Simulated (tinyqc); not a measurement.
Cell-based percolation model of oxide breakdown: effect of the thickness.

The oxide, of thickness n a, is cut into cubic cells. A cell is defective with the chance l = 1 - exp(-a^3 N), N = N1 (t/1 s)^al. A column of n defective cells breaks the oxide down, and the area holds M = A/a^2 independent columns: 1 - F = (1 - l^n)^M.

At F = 1 - 1/e: l_c = (1 - exp(-1/M))^(1/n), N_bd = -ln(1 - l_c)/a^3, t63 = (N_bd/N1)^(1/al). W = ln(-ln(1 - F)); for small l, W = ln M + n ln(a^3 N), so the Weibull slope is n al.

Inputs (values chosen for the exercise):

| symbol | value | unit | meaning |
|---|---|---|---|
| a | 0.9 | nm | edge of a cell |
| A | 1.4 | um^2 | area |
| al | 0.39 |  | exponent of defect growth |
| N1 | 1.2e18 | cm^-3 | defect density after 1 s |

Results:
```
n       l_c  N_bd (cm^-3)   t63 (s)  slope at t63
1  5.786e-7      7.937e14  7.036e-9        0.3900
2  7.606e-4      1.044e18    0.6994        0.7797
3  0.008333      1.148e19     327.0         1.165
4   0.02758      3.836e19      7216         1.538
5   0.05656      7.986e19   4.729e4         1.894
6   0.09128      1.313e20   1.692e5         2.230
8    0.1661      2.491e20   8.742e5         2.845
9    0.2027      3.108e20   1.541e6         3.127
```

Estimate the missing row, n = 7.

Computed row:
```
n     l_c  N_bd (cm^-3)  t63 (s)  slope at t63
7  0.1285      1.887e20  4.287e5         2.547
```

With this row back in the table: N_bd rises from 7.94e14 to 3.11e20 cm^-3 and the slope rises from 0.390 to 3.13, against n al = 0.390 to 3.51. A thin oxide needs few defects in a row, so it breaks at a lower density and with a wider spread; at n = 1 one defect suffices. For n = 1 t63 is under a microsecond, a formal extension of the power law of defect growth.

tinyqc, about 0.01 s, one thread, Intel Xeon 2.30GHz (shared host): `OMP_NUM_THREADS=1 python tinyqc.py 2070029 2070030 out.jsonl`
